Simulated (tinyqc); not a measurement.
Raising D: domain walls in a thin film with perpendicular anisotropy: Bloch, Neel and chiral walls, motion and stripe domains. Computed by tinyqc, a small Python program. Command: `OMP_NUM_THREADS=1 python tinyqc.py 3009558 3009559 out.jsonl mwall walk`. One thread of a shared host (Intel(R) Xeon(R) Processor @ 2.30GHz), about 0.01 s of CPU time with the checks.

One-dimensional wall: polar angle theta(x), azimuth phi of the moment in the wall (phi = 0 Neel, 90 degrees Bloch). mu_0 = 1.25663706212e-6 T m/A, gamma = 1.76085963023e11 rad/(s T).

Inputs (values chosen for the exercise, for a model film):
```
quantity                      value    unit
saturation magnetisation M_s    511    kA/m
exchange stiffness A             20    pJ/m
uniaxial anisotropy K_u         960  kJ/m^3
DMI constant D                  1.9  mJ/m^2
thickness t                     1.9      nm
```

Method. K_eff = K_u - mu_0 M_s^2/2; Delta = sqrt(A/K_eff); sigma_0 = 4 sqrt(A K_eff); profile theta = 2 arctan exp(x/Delta); quality factor Q = 2 K_u/(mu_0 M_s^2). sigma(phi) = sigma_0 + 2 Delta K_D cos^2(phi) - pi D cos(phi), with the wall shape anisotropy K_D = N_x mu_0 M_s^2/2, N_x = t ln 2/(pi Delta). The minimum has cos(phi) = D/D_N for D < D_N = 4 Delta K_D/pi and phi = 0 beyond; sigma turns negative at D_c = (sigma_0 + 2 Delta K_D)/pi.

D_N = 0.0875711 mJ/m^2

D_c = 5.12378 mJ/m^2

width parameter Delta = 5.01276 nm

sigma_0 = 15.9593 mJ/m^2

Wall against D; the last column is the Kaplan-Gehring width, log10[0.955 t exp(pi sigma/(mu_0 M_s^2 t))/nm], with a dash where it falls below 10 Delta and the formula fails:
```
D (mJ/m^2)  phi (degrees)  sigma (mJ/m^2)  sigma/sigma_0  log10 domain width
0.018              78.138          15.953        0.99964              35.171
0.044              59.838          15.925        0.99782              35.108
0.070              36.932          15.871        0.99449              34.992
1.000               0.000          12.955        0.81177              28.610
2.000               0.000           9.814        0.61492              21.735
3.100               0.000           6.358        0.39838              14.172
4.100               0.000           3.216        0.20153               7.297
4.600               0.000           1.646        0.10311               3.860
```

D_N is 2 % of D_c, so a small D fixes the chirality long before it lowers the energy much. Beyond D_N sigma falls by pi per unit of D, and the domain width, which has sigma in an exponent, drops by 31.3 decades over the valid rows (values above 6 mean a single domain in any device).

Extremes, crossings and ranges named in words are read from the listed rows.
